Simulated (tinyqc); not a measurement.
Worked calculation: RKS/PBE0 in the 6-31g basis, for H2, spin multiplicity 1. One step of it, computed by the program tinyqc.

Problem. Orthogonalisation. S = U s U^T; symmetric (Loewdin) form X = U s^(-1/2) U^T, so that X^T S X = 1.

overlap S, order 1H 1s, 1H 2s, 2H 1s, 2H 2s:
$$\begin{pmatrix}
1.000000 & 0.658292 & 0.150449 & 0.338753 \\
0.658292 & 1.000000 & 0.338753 & 0.665119 \\
0.150449 & 0.338753 & 1.000000 & 0.658292 \\
0.338753 & 0.665119 & 0.658292 & 1.000000
\end{pmatrix}$$

Give: eigenvalues of S; X.

Solution.

eigenvalues of S: [0.182, 0.378, 1.002, 2.438]

X, order 1H 1s, 1H 2s, 2H 1s, 2H 2s:
$$\begin{pmatrix}
1.253 & -0.501 & 0.004 & 0.023 \\
-0.501 & 1.552 & 0.023 & -0.542 \\
0.004 & 0.023 & 1.253 & -0.501 \\
0.023 & -0.542 & -0.501 & 1.552
\end{pmatrix}$$
